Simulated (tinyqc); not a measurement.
Hall factor, magnetoresistance and optical conductivity for a power-law relaxation time. Changing the exponent s. Computed by tinyqc, a small Python program. Command: `OMP_NUM_THREADS=1 python tinyqc.py 3020322 3020323 out.jsonl magneto sweep`. One thread of a shared host (Intel(R) Xeon(R) Processor @ 2.30GHz), about 0.02 s of CPU time with the checks.

One spherical parabolic band, tau(E) = tau_0 x^s with x = E/(k_B T). Landau quantisation is left out.

Inputs (values chosen for the exercise, with a mass close to that of electrons in GaAs):

| quantity | value | unit |
|---|---|---|
| effective mass m | 0.068 | m_0 |
| tau_0 | 42 | fs |
| reduced Fermi level eta | 2.8 | - |
| temperature T | 500 | K |

Constants: m_0 = 9.1093837015e-31 kg; k_B = 1.380649e-23 J/K; hbar = 1.054571817e-34 J s; e = 1.602176634e-19 C.

Method:
- <y> = int y x^(3/2) f (1 - f) dx / int x^(3/2) f (1 - f) dx, f = 1/(1 + exp(x - eta)).
- Integrals over x = E/(k_B T) use 160 Gauss-Legendre points in u = sqrt(x) from 0 to sqrt(max(eta, 0) + 45).
- n = (2 m k_B T)^(3/2)/(3 pi^2 hbar^3) int x^(3/2) f (1 - f) dx; moments in units of tau_0.
- mu = e <tau>/m; weak field r_H = <tau^2>/<tau>^2 and MR = c (mu B)^2, c = <tau^3>/<tau>^3 - r_H^2; strong field r_H = 1 and MR = <tau> <1/tau> - 1.

One run for each value:

| exponent s | weak-field Hall factor | saturation MR (%) | coefficient c |
|---|---|---|---|
| -0.50 | 1.0583 | 4.73 | 0.0925 |
| -0.35 | 1.0260 | 2.28 | 0.0328 |
| -0.20 | 1.0079 | 0.74 | 0.0087 |
| 0.25 | 1.0107 | 1.16 | 0.0103 |
| 0.50 | 1.0412 | 4.73 | 0.0407 |
| 1.00 | 1.1600 | 20.86 | 0.1888 |
| 1.50 | 1.3691 | 56.66 | 0.5944 |
| 2.00 | 1.7044 | 145.59 | 1.7161 |

What does the table show, and why?

Over the rows, weak-field Hall factor goes from 1.06 through a minimum among these rows, 1.01 at -0.200, to 1.70; saturation MR (%) goes from 4.73 through a minimum among these rows, 0.738 at -0.200, to 146; coefficient c goes from 0.0925 through a minimum among these rows, 0.00871 at -0.200, to 1.72. All three vanish or equal 1 at s = 0 and grow with |s| on either side, since only the spread of tau counts.

Extremes, crossings and ranges named in words are read from the listed rows.
